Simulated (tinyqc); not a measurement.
Pull-up strength from the switching point.

Inverse problem. Transistor (EKV form, voltages against the body): I = 2 n b Vt^2 [F(vp - Vs) - F(vp - Vd)] from drain to source, F(v) = ln^2(1 + exp(v/(2 Vt))), vp = (Vg - VT + sg |Vd - Vs|)/n. n-channel bodies are at 0; for the p-channel device all voltages are counted down from Vdd. b in uA/V^2 gives I in uA. In an inverter In(Vg = Vd = VM) equals Ip at the switching point VM. Find bp and the current there.

Inputs (values chosen for the exercise):
- T = 400 K (temperature)
- Vdd = 0.4 V (supply voltage)
- n = 1.34 (slope factor)
- sg = 0.087 (drain-induced barrier lowering)
- VTn = 0.26 V (n-channel threshold)
- VTp = 0.27 V (p-channel threshold (magnitude))
- bn = 370 uA/V^2 (gain factor of the pull-down transistor)

Constants: q = 1.602176634e-19 C, kB = 1.380649e-23 J/K, Vt = kB T/q. Results are converted to the units shown.

VM = 0.195433476 V

Answer. Ip is proportional to bp, so bp is In(VM) over the p-channel current for unit b.

bp = 370.0 uA/V^2
current at VM = 0.2572 uA

Computed by the program tinyqc: `OMP_NUM_THREADS=1 python tinyqc.py 2340168 2340169 out.jsonl`, one thread of a shared Intel Xeon 2.30GHz, about 0.04 s for the whole run.
